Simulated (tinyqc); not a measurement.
Inside a calculation. Method: Jacobi rotations on a symmetric matrix. Computed by tinyqc, a small Python program that keeps every step. Settings: method = jacobi. Command: `OMP_NUM_THREADS=1 python tinyqc.py 20771 20772 out.jsonl` (the two numbers bound the seeds that draw the settings). One thread of a shared host (Intel(R) Xeon(R) Processor @ 2.60GHz), about 0.01 s of CPU time with the checks.

## Jacobi rotation 1

A:
```
           1          2          3          4          5
1   0.419000  -0.195000   0.352000  -0.086000   0.201000
2  -0.195000   0.454000   0.098000   0.172000  -0.052000
3   0.352000   0.098000   0.549000   0.285000  -0.187000
4  -0.086000   0.172000   0.285000   2.176000  -0.343000
5   0.201000  -0.052000  -0.187000  -0.343000   3.386000
```

Take the largest off-diagonal element A_pq; tan 2 theta = 2 A_pq / (A_qq - A_pp) with |theta| <= pi/4; A' = J^T A J with J_pp = J_qq = cos, J_pq = sin, J_qp = -sin.

p, q, theta (rad): 1.000000  3.000000  0.694097

A':
```
           1          2          3          4          5
1   0.126049  -0.212573   0.000000  -0.248414   0.274117
2  -0.212573   0.454000  -0.049414   0.172000  -0.052000
3   0.000000  -0.049414   0.841951   0.164047  -0.015156
4  -0.248414   0.172000   0.164047   2.176000  -0.343000
5   0.274117  -0.052000  -0.015156  -0.343000   3.386000
```

## Jacobi rotation 2

As before.

p, q, theta (rad): 4.000000  5.000000  -0.257879

A':
```
           1          2          3          4          5
1   0.126049  -0.212573   0.000000  -0.170292   0.328406
2  -0.212573   0.454000  -0.049414   0.153051  -0.094146
3   0.000000  -0.049414   0.841951   0.154757  -0.056492
4  -0.170292   0.153051   0.154757   2.085533   0.000000
5   0.328406  -0.094146  -0.056492   0.000000   3.476467
```

## All rotations

The off-diagonal norm falls at every rotation.

Rotations:

| step | p | q | theta | off-diagonal norm |
|---|---|---|---|---|
| 1 | 1 | 3 | 0.694097 | 8.50e-01 |
| 2 | 4 | 5 | -0.257879 | 6.98e-01 |
| 3 | 1 | 5 | 0.096792 | 5.22e-01 |
| 4 | 1 | 2 | -0.422164 | 4.36e-01 |
| 5 | 2 | 4 | 0.132511 | 3.20e-01 |
| 6 | 3 | 4 | 0.113730 | 2.44e-01 |
| 7 | 2 | 5 | -0.033757 | 1.97e-01 |
| 8 | 1 | 4 | -0.043259 | 1.48e-01 |
| 9 | 2 | 3 | -0.207568 | 1.12e-01 |
| 10 | 3 | 5 | -0.018361 | 8.77e-02 |
| 11 | 1 | 5 | -0.013822 | 5.45e-02 |
| ... | ... | ... | ... | ... |
| 17 | 3 | 4 | 0.001165 | 8.51e-04 |
| 18 | 1 | 4 | -0.000237 | 4.62e-04 |
| 19 | 2 | 3 | -0.000932 | 1.13e-04 |
| 20 | 3 | 5 | 0.000026 | 5.33e-05 |
| 21 | 4 | 5 | 0.000023 | 2.87e-05 |
| 22 | 1 | 5 | -0.000005 | 1.41e-05 |
| 23 | 2 | 4 | -0.000006 | 4.19e-06 |
| 24 | 1 | 2 | -0.000006 | 8.44e-07 |
| 25 | 1 | 3 | 7.04e-07 | 1.09e-07 |
| 26 | 2 | 5 | -2.54e-08 | 1.12e-08 |
| 27 | 3 | 4 | 6.08e-09 | 5.99e-10 |

eigenvalues: -0.001675  0.499277  0.838767  2.133420  3.514211
